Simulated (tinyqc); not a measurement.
Changing the applied field E: Landau-Devonshire theory of a uniaxial ferroelectric. Computed by tinyqc, a small Python program. Command: `OMP_NUM_THREADS=1 python tinyqc.py 3016823 3016824 out.jsonl ferro sweep`. One thread of a shared host (Intel(R) Xeon(R) Processor @ 2.30GHz), about 0.01 s of CPU time with the checks.

G(P) = (alpha/2) P^2 + (beta*/4) P^4 + (gamma/6) P^6 - E P per volume, SI units, one domain, P along the polar axis, which is normal to the film.

Inputs (values chosen for the exercise, for a model ferroelectric):
```
quantity                         value         unit
alpha_0                         327000  J m/(C^2 K)
Curie-Weiss temperature T0         630            K
beta                         -3.64e+09    J m^5/C^4
gamma                         5.24e+10    J m^9/C^6
temperature T                      464            K
misfit strain u_m               -0.013            -
electrostriction Q12            -0.029      m^4/C^2
compliance s11 + s12           4.9e-12        m^2/N
start of Newton steps P0/Ps          2            -
```

Sample: epitaxial film.

Constants: eps_0 = 8.8541878128e-12 F/m.

Method:
- alpha = alpha_0 (T - T0*), with clamping: T0* = T0 + 4 Q12 u_m/(alpha_0 (s11 + s12)), beta* = beta + 4 Q12^2/(s11 + s12).
- Ps^2 = [-beta* + sqrt(beta*^2 - 4 alpha gamma)]/(2 gamma).
- chi = 1/(eps_0 G''), G'' = alpha + 3 beta* P^2 + 5 gamma P^4 at Ps. Ps, chi and the coercive field are for perfect screening, without a depolarising field. The intrinsic coercive field is |alpha P + beta* P^3 + gamma P^5| at the P_c where G'' = 0. 1 C/m^2 = 100 microcoulomb/cm^2.
- Solve G'(P) = alpha P + beta* P^3 + gamma P^5 - E = 0 by P(new) = P - G'/G'' from P0; stop when the step is below 1e-11 C/m^2 (G' under 1e-6 MV/m is shown as 0).

One run for each value:
```
applied field E (MV/m)  P at the end of the steps (microcoulomb/cm^2)  1/(eps_0 G'') there
1.0                                                             34.10                52.54
1.9                                                             34.14                52.18
3.8                                                             34.23                51.44
7.3                                                             34.38                50.14
14.0                                                            34.67                47.85
27.0                                                            35.20                44.05
53.0                                                            36.15                38.25
100.0                                                           37.58                31.26
200.0                                                           39.94                23.08
```

Over the rows, P at the end of the steps (microcoulomb/cm^2) rises from 34.1 to 39.9 (exponent d ln y / d ln x 0.0019 between the first rows and 0.088 between the last); 1/(eps_0 G'') there falls from 52.5 to 23.1 (exponent d ln y / d ln x -0.011 between the first rows and -0.44 between the last). At the low end the exponent of 1/(eps_0 G'') there is -0.01, close to 0: the linear regime.

Caution (all rows): the strain shifts T0 by more than 500 K here, which is beyond the range where constant coefficients hold. Caution (all rows): far below T0* the expansion with linear alpha(T) is only a fit.
